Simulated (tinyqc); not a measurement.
Trap density from one capacitance.

Problem. Traps spread evenly through the insulator exchange electrons with the semiconductor by tunnelling, with tau(x) = t0 exp(2 ka x) at depth x from the interface. The admittance per area Y seen at depth x obeys dY/dx = -Y^2/(i w eps0 eox) + q Nb ln(1 + i w tau)/tau, with Y(0) = i w Cs and w = 2 pi f; the gate sees Y(tox) = G + i w C. Working variable y = Y/(i w), in uF/cm^2. Cox = eps0 eox/tox. Find Nb and G/w.

Values chosen for this exercise: relative permittivity of the insulator eox = 3.78; insulator thickness tox = 3.8 nm; semiconductor capacitance in accumulation Cs = 7.4 uF/cm^2; decay constant of the wave function in the insulator ka = 6.2 1/nm; time constant of a trap at the interface t0 = 3e-9 s; frequency f = 10000 Hz.

Constants: q = 1.602176634e-19 C, eps0 = 8.8541878128e-14 F/cm where lengths are in cm. Results are converted to the units shown.

C = 0.79628192 uF/cm^2

Answer. C rises steadily with Nb, so one density matches; in practice ka and t0 must come from the frequency dependence.

Nb = 1.800e19 cm^-3 eV^-1
G/w = 0.002908 uF/cm^2

Computed by the program tinyqc: `OMP_NUM_THREADS=1 python tinyqc.py 2202048 2202049 out.jsonl`, one thread of a shared Intel Xeon 2.30GHz, about 0.5 s for the whole run.
